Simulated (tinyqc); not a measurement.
Dispersion against the sound-wave line: Born-von Karman spring model of a cubic crystal with one atom per cell. Computed by tinyqc, a small Python program. Command: `OMP_NUM_THREADS=1 python tinyqc.py 3022737 3022738 out.jsonl springs walk`. One thread of a shared host (Intel(R) Xeon(R) Processor @ 2.30GHz), about 0.1 s of CPU time with the checks.

First neighbours lie at a/2 (1,1,1) (8 of them), second at a (1,0,0) (6), with all permutations and signs; the volume per atom is Omega = a^3/2.

Inputs (values chosen for the exercise, for a model crystal):
```
quantity               value           unit
atomic mass M           97.4              u
radial spring k1L       1.56  eV/angstrom^2
transverse spring k1T      0  eV/angstrom^2
radial spring k2L        1.1  eV/angstrom^2
transverse spring k2T      0  eV/angstrom^2
```

Lattice: bcc.

Constants: nu for 1 eV/(angstrom^2 u) = 15.6333042 THz.

Method:
- A neighbour at R with unit vector n couples by the matrix K(R) = kL n n^T + kT (1 - n n^T), and D(q) = (1/M) sum_R K(R) [1 - cos(q.R)].
- An eigenvalue lambda of D in eV/(angstrom^2 u) gives nu = 15.6333042 THz x sqrt(lambda).
- The last column divides the top branch by the straight line with its slope at G. End points in 2 pi/a: H = (1, 0, 0), N = (0.5, 0.5, 0).

Frequencies (THz) along two lines:
```
line  fraction of the way    nu 1    nu 2    nu 3  nu 3 / linear
G-H                  0.10  0.7148  0.7148  1.2511        0.98758
G-H                  0.25  1.7485  1.7485  2.9288        0.92478
G-H                  0.40  2.6857  2.6857  4.1472        0.81844
G-H                  0.55  3.4744  3.4744  4.7793        0.68595
G-H                  0.70  4.0711  4.0711  4.8785        0.55015
G-H                  0.85  4.4429  4.4429  4.6920        0.43574
G-H                  1.00  4.5691  4.5691  4.5691        0.36068
G-N                  0.10  0.5054  0.5198  0.8838        0.99589
G-N                  0.25  1.2364  1.2716  2.1620        0.97450
G-N                  0.40  1.8991  1.9531  3.3207        0.93549
G-N                  0.55  2.4568  2.5266  4.2960        0.88016
G-N                  0.70  2.8787  2.9606  5.0338        0.81033
G-N                  0.85  3.1416  3.2309  5.4935        0.72827
G-N                  1.00  3.2309  3.3227  5.6496        0.63662
```

What follows from these numbers?

Along G-H the top branch ends at 36 % of its linear extrapolation. Along G-N the top branch ends at 64 % of its linear extrapolation, which is the 2/pi of a pure sine: planes normal to this line couple to their next planes alone. A Debye model keeps the straight line throughout.
